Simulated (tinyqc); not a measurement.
Extrapolating accelerated tests: lateral field, substrate current, probability of reaching the oxide barrier and hot-carrier lifetime of a silicon transistor (pseudo-two-dimensional and lucky-electron models). Computed by tinyqc, a small Python program. Command: `OMP_NUM_THREADS=1 python tinyqc.py 3009136 3009137 out.jsonl hotcar walk`. One thread of a shared host (Intel(R) Xeon(R) Processor @ 2.30GHz), about 0.01 s of CPU time with the checks.

Local-field models: a lucky carrier gains its energy at the peak field over a path free of collisions. Voltages are magnitudes.

Inputs (values chosen for the exercise, modelled on a silicon n-channel):

| quantity | value | unit |
|---|---|---|
| channel length L | 580 | nm |
| oxide thickness t | 11 | nm |
| junction depth x_j | 110 | nm |
| mobility mu | 370 | cm^2/(V s) |
| saturation velocity v_s | 0.85 | 1e7 cm/s |
| threshold voltage V_T | 0.38 | V |
| gate voltage V_G | 2.2 | V |
| drain voltage V_D | 6 | V |
| ionisation prefactor A_i | 2e+06 | 1/cm |
| ionisation field B_i | 1.65 | MV/cm |
| hot-carrier mean free path lambda | 8.3 | nm |
| oxide barrier phi_b | 3.1 | eV |
| interface-trap threshold phi_it | 3.8 | eV |
| lifetime constant H | 50 | s microampere/micrometre |
| length of the depleted extension L_n | 80 | nm |

Drain: lightly doped extension.

Constants: eps_0 = 8.8541878128e-12 F/m.

Method:
- C_ox = 3.9 eps_0/t; F_sat = 2 v_s/mu; V_Dsat = V_ov F_sat L/(V_ov + F_sat L), V_ov = V_G - V_T; I_D/W = C_ox v_s (V_ov - V_Dsat).
- Scale length l = 0.22 t^(1/3) x_j^(1/2) (all in cm); F_m = sqrt(((V_D - V_Dsat)/l_e)^2 + F_sat^2), with l_e = l + L_n; length of the velocity-saturated region l_e ln((V_D - V_Dsat)/(l_e F_sat) + F_m/F_sat).
- Substrate current I_sub/I_D = (A_i/B_i)(V_D - V_Dsat) exp(-B_i/F_m); probability of reaching the oxide barrier exp(-phi_b/(e lambda F_m)); lifetime tau = (H/(I_D/W)) exp(phi_it/(e lambda F_m)).
- V_10 solves tau = 3.156e8 s at the given V_G. The extrapolation fits ln(tau) against 1/V_D at 1, 1.08, 1.16 and 1.25 times the given V_D (rounded to 3 digits) by least squares and reads off the same tau.

V_Dsat = 1.08143 V

Stress points:

| V_D (V) | 1/V_D (1/V) | tau (s) |
|---|---|---|
| 6.00 | 0.16667 | 4.1509e+05 |
| 6.48 | 0.15432 | 1.1901e+05 |
| 6.96 | 0.14368 | 4.1643e+04 |
| 7.50 | 0.13333 | 1.5360e+04 |

ten-year drain voltage V_10 = 4.4013 V

V_10 from the 1/V_D extrapolation = 4.2761 V

What follows from these numbers?

The extrapolation is 125 mV below the true value: ln(tau) is nearly linear in 1/(V_D - V_Dsat), not in 1/V_D, so the straight line errs on the safe side when one extrapolates down.

Extremes, crossings and ranges named in words are read from the listed rows.
